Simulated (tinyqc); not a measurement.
Empirical pseudopotential in a few plane waves, step by step. One step of it, computed by the program tinyqc.

Question. Levels at G. Diagonalise the Hermitian matrix.

H(k) at G (eV):
```
,+0+0+0,-1-1-1,-1-1+1,-1+1-1,-1+1+1,+1-1-1,+1-1+1,+1+1-1,+1+1+1,-2+0+0,+0-2+0,+0+0-2,+0+0+2,+0+2+0,+2+0+0
+0+0+0,0.000000,2.357066,-2.357066,-2.357066,-2.357066,-2.357066,-2.357066,-2.357066,2.357066,0.000000,0.000000,0.000000,0.000000,0.000000,0.000000
-1-1-1,2.357066,16.496831,0.000000,0.000000,-0.394565,0.000000,-0.394565,-0.394565,0.000000,-2.357066,-2.357066,-2.357066,-0.654206,-0.654206,-0.654206
-1-1+1,-2.357066,0.000000,16.496831,0.394565,0.000000,0.394565,0.000000,0.000000,-0.394565,-2.357066,-2.357066,0.654206,2.357066,-0.654206,-0.654206
-1+1-1,-2.357066,0.000000,0.394565,16.496831,0.000000,0.394565,0.000000,0.000000,-0.394565,-2.357066,0.654206,-2.357066,-0.654206,2.357066,-0.654206
-1+1+1,-2.357066,-0.394565,0.000000,0.000000,16.496831,0.000000,0.394565,0.394565,0.000000,2.357066,-0.654206,-0.654206,-2.357066,-2.357066,0.654206
+1-1-1,-2.357066,0.000000,0.394565,0.394565,0.000000,16.496831,0.000000,0.000000,-0.394565,0.654206,-2.357066,-2.357066,-0.654206,-0.654206,2.357066
+1-1+1,-2.357066,-0.394565,0.000000,0.000000,0.394565,0.000000,16.496831,0.394565,0.000000,-0.654206,2.357066,-0.654206,-2.357066,0.654206,-2.357066
+1+1-1,-2.357066,-0.394565,0.000000,0.000000,0.394565,0.000000,0.394565,16.496831,0.000000,-0.654206,-0.654206,2.357066,0.654206,-2.357066,-2.357066
+1+1+1,2.357066,0.000000,-0.394565,-0.394565,0.000000,-0.394565,0.000000,0.000000,16.496831,-0.654206,-0.654206,-0.654206,-2.357066,-2.357066,-2.357066
-2+0+0,0.000000,-2.357066,-2.357066,-2.357066,2.357066,0.654206,-0.654206,-0.654206,-0.654206,21.995775,0.394565,0.394565,-0.394565,-0.394565,0.000000
+0-2+0,0.000000,-2.357066,-2.357066,0.654206,-0.654206,-2.357066,2.357066,-0.654206,-0.654206,0.394565,21.995775,0.394565,-0.394565,0.000000,-0.394565
+0+0-2,0.000000,-2.357066,0.654206,-2.357066,-0.654206,-2.357066,-0.654206,2.357066,-0.654206,0.394565,0.394565,21.995775,0.000000,-0.394565,-0.394565
+0+0+2,0.000000,-0.654206,2.357066,-0.654206,-2.357066,-0.654206,-2.357066,0.654206,-2.357066,-0.394565,-0.394565,0.000000,21.995775,0.394565,0.394565
+0+2+0,0.000000,-0.654206,-0.654206,2.357066,-2.357066,-0.654206,0.654206,-2.357066,-2.357066,-0.394565,0.000000,-0.394565,0.394565,21.995775,0.394565
+2+0+0,0.000000,-0.654206,-0.654206,-0.654206,0.654206,2.357066,-2.357066,-2.357066,-2.357066,0.000000,-0.394565,-0.394565,0.394565,0.394565,21.995775
```

Give: eigenvalues.

Answer.

eigenvalues (eV): -2.232  12.344  12.344  12.344  14.033  16.102  16.102  16.102  19.913  21.207  21.207  25.754  25.754  25.754  27.221
